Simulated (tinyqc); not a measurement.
## Permittivity of the insulator from five potentials

Inverse problem. A node lies on a semiconductor-insulator interface. Steps: hs = tb/2 down into the semiconductor, ho = tox/1 up into the insulator, hy = L/4 sideways. The flux balance of its box reads eox (hy/ho)(above - node) + eps_r (hy/hs)(below - node) + [(eps_r hs + eox ho)/(2 hy)](left + right - 2 node) - q Na (hs/2) hy/eps0 = 0. Find eox.

Values chosen for this exercise; semiconductor permittivity close to that of In0.53Ga0.47As: relative permittivity of the semiconductor eps_r = 13.9; body thickness tb = 4 nm; insulator thickness tox = 1.6 nm; channel length L = 34 nm; acceptor density of the depleted body Na = 0 cm^-3.

Constants: q = 1.602176634e-19 C, eps0 = 8.8541878128e-14 F/cm where lengths are in cm. Results are converted to the units shown.

psi (V): node 0.12956657, above 0.03, below 0.15341658, left 0.51, right 0.075726497

Answer. The balance is linear in eox.

eox = 3.90

Computed by the program tinyqc: `OMP_NUM_THREADS=1 python tinyqc.py 2480027 2480028 out.jsonl`, one thread of a shared Intel Xeon 2.30GHz, about 0.09 s for the whole run.
